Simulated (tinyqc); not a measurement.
Molecular dynamics of a small cluster by velocity Verlet steps: one step, computed by the program tinyqc. Command: `OMP_NUM_THREADS=1 python tinyqc.py 3005039 3005040 out.jsonl verlet walk`. One thread of a shared host (Intel(R) Xeon(R) Processor @ 2.30GHz), about 0.2 s of CPU time with the checks.

E = sum_i {sum_j A exp(-p (r_ij/r0 - 1)) - xi sqrt(rho_i)}, rho_i = sum_j exp(-2 q (r_ij/r0 - 1)); the force on i is -sum_j w_ij (R_i - R_j)/r_ij with w_ij = -(2p/r0) A exp(-p (r_ij/r0 - 1)) + (xi q/r0) exp(-2 q (r_ij/r0 - 1)) (rho_i^(-1/2) + rho_j^(-1/2)).

Problem. Step 1. Velocity Verlet: a = c F/M with c = 9.648533212e-3 angstrom/fs^2 per eV/(angstrom u); R(new) = R + v dt + a dt^2/2; v(new) = v + (a + a(new)) dt/2. Kinetic energy K = M v^2/(2c); temperature T = 2K/((3N - 3) k_B), rotation of the cluster included.

Inputs (values chosen for the exercise, for model atoms): length r0 = 2.53 angstrom; repulsion A = 0.088 eV; hopping xi = 0.915 eV; decay p = 9.75; decay q = 3.25; atomic mass M = 44.9 u; time step dt = 3.5 fs.

Potential: Gupta. Thermostat: none.

starting positions (angstrom), rows atom 1, atom 2, atom 3, atom 4, atom 5, atom 6, columns x, y, z:
$$\begin{pmatrix}
-0.03 & 0.03 & -0.04 \\
2.34 & 0.02 & -0.03 \\
2.33 & 2.34 & -0.02 \\
-0.05 & 2.3 & -0.02 \\
1.19 & 1.14 & 1.65 \\
1.19 & 1.2 & -1.7
\end{pmatrix}$$

starting velocities (angstrom/fs), rows atom 1, atom 2, atom 3, atom 4, atom 5, atom 6, columns x, y, z:
$$\begin{pmatrix}
-0.0001 & -0.00142 & 0.00187 \\
-0.00231 & 0.00312 & -0.00176 \\
0.00096 & 0.00214 & -0.00185 \\
-0.0004 & -0.00074 & 0.00082 \\
0.00026 & -0.00047 & 0.00132 \\
0.00158 & -0.00262 & -0.00041
\end{pmatrix}$$

Constants: 1 eV/(angstrom u) = 9.648533212e-03 angstrom/fs^2; k_B = 8.617333262e-05 eV/K.

Give: positions after step 1; new forces; velocities after step 1; total energy.

Solution.

positions after step 1 (angstrom), rows atom 1, atom 2, atom 3, atom 4, atom 5, atom 6, columns x, y, z:
$$\begin{pmatrix}
-0.030 & 0.025 & -0.033 \\
2.332 & 0.031 & -0.036 \\
2.333 & 2.347 & -0.026 \\
-0.051 & 2.297 & -0.017 \\
1.191 & 1.138 & 1.654 \\
1.195 & 1.191 & -1.701
\end{pmatrix}$$

new forces (eV/angstrom), rows atom 1, atom 2, atom 3, atom 4, atom 5, atom 6, columns x, y, z:
$$\begin{pmatrix}
0.2956 & 0.1330 & -0.0065 \\
-0.2141 & 0.1426 & 0.0001 \\
-0.3168 & -0.2034 & 0.0391 \\
0.3698 & -0.1461 & 0.0138 \\
-0.0570 & 0.0647 & -0.4108 \\
-0.0774 & 0.0093 & 0.3643
\end{pmatrix}$$

velocities after step 1 (angstrom/fs), rows atom 1, atom 2, atom 3, atom 4, atom 5, atom 6, columns x, y, z:
$$\begin{pmatrix}
0.000128 & -0.001325 & 0.001866 \\
-0.002488 & 0.003242 & -0.001769 \\
0.000731 & 0.001989 & -0.001825 \\
-0.000131 & -0.000842 & 0.000833 \\
0.000217 & -0.000429 & 0.001017 \\
0.001533 & -0.002625 & -0.000132
\end{pmatrix}$$

total energy = -9.616 eV
